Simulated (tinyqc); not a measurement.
Flow curve at three pumping speeds: Berg model of reactive sputtering of a nitride or oxide: poisoning, hysteresis and pumping speed. Computed by tinyqc, a small Python program. Command: `OMP_NUM_THREADS=1 python tinyqc.py 3020432 3020433 out.jsonl berg walk`. One thread of a shared host (Intel(R) Xeon(R) Processor @ 2.30GHz), about 0.08 s of CPU time with the checks.

A diatomic gas reacts with bare metal on the target and on the collecting surfaces; ions remove metal and compound from the target. theta_t and theta_c are the compound fractions.

Inputs (values chosen for the exercise, close to those used for aluminium oxide): ion current density J = 13 mA/cm^2; target area A_t = 120 cm^2; collecting area A_c = 3700 cm^2; metal yield Y_m = 0.85; compound yield Y_c = 0.045; sticking coefficient alpha = 0.43; reactive atoms per metal atom z = 1.5; gas mass M = 32 u; pumping speed S = 51 l/s; gas temperature T = 300 K.

Constants: e = 1.602176634e-19 C; u = 1.6605390666e-27 kg; k_B = 1.380649e-23 J/K.

Method. Ion flux j = J/e; gas flux F = P/sqrt(2 pi M k_B T). Target: (2/z) alpha F (1 - theta_t) = j Y_c theta_t. Sputtered flows F_c = j Y_c theta_t A_t, F_m = j Y_m (1 - theta_t) A_t. Collector: (2/z) alpha F (1 - theta_c) A_c + F_c (1 - theta_c) = F_m theta_c. Gas use Q = alpha F [(1 - theta_t) A_t + (1 - theta_c) A_c] + P S/(k_B T); 1 sccm = 4.4780e17 molecules/s. Rate R = F_m + F_c, given relative to j Y_m A_t. P is a single-valued function of the flow Q only if dQ/dP > 0 everywhere: S must exceed k_B T times the steepest fall of the surface terms with P.

pressure of the steepest fall = 0.00370480 Pa

critical pumping speed = 823.903 l/s

Pressure as the free variable:
```
P (Pa)   theta_t  theta_c  relative rate  Q at S_c/4 (sccm)  Q at S_c (sccm)  Q at 2 S_c (sccm)
0.00019  0.07427  0.12718        0.92966             1.6600            1.723              1.808
0.00037  0.13512  0.23262        0.87203             2.8530            2.976              3.141
0.00074  0.23808  0.40687        0.77453             4.4504            4.697              5.026
0.00130  0.35439  0.58626        0.66437             5.5433            5.976              6.554
0.00220  0.48158  0.74838        0.54391             5.8867            6.620              7.597
0.00370  0.60973  0.86872        0.42255             5.4991            6.732              8.375
0.00590  0.71357  0.93477        0.32421             4.8560            6.822              9.442
0.00930  0.79703  0.96950        0.24516             4.3275            7.426             11.557
0.01500  0.86364  0.98704        0.18208             4.1570            9.154             15.817
0.03000  0.92683  0.99648        0.12223             5.0200           15.015             28.341
```

At S_c/4 the flow falls with pressure in 4 of the intervals: as the target poisons, less metal arrives to getter the gas. At 2 S_c it rises throughout. Coverages and rate depend on P alone, not on S. The collector converts before the target (theta_c = 0.75 at theta_t = 0.48), since the metal is spread over a larger area and no ions clean it. The rate tends to Y_c/Y_m = 0.053.
